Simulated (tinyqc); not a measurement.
Inside a calculation. Method: tight binding, kagome lattice. One step of it, computed by the program tinyqc.

Question. Levels at k. Diagonalise the Hermitian matrix.

H(k) at k (eV), lower triangle (Hermitian):
```
                     A                    B         C
A             0.000000
B  -2.284768+1.552727i             0.000000
C  -0.688399-1.351058i  -0.052466+0.415312i  0.000000
```

Give: eigenvalues; weights |c|^2 of the basis functions.

Answer.

eigenvalues (eV): -2.9887  -0.3513  3.3400

weights |c|^2 of the basis functions:
```
   band 1  band 2  band 3
A  0.5247  0.0053  0.4700
B  0.3974  0.2235  0.3791
C  0.0780  0.7712  0.1509
```
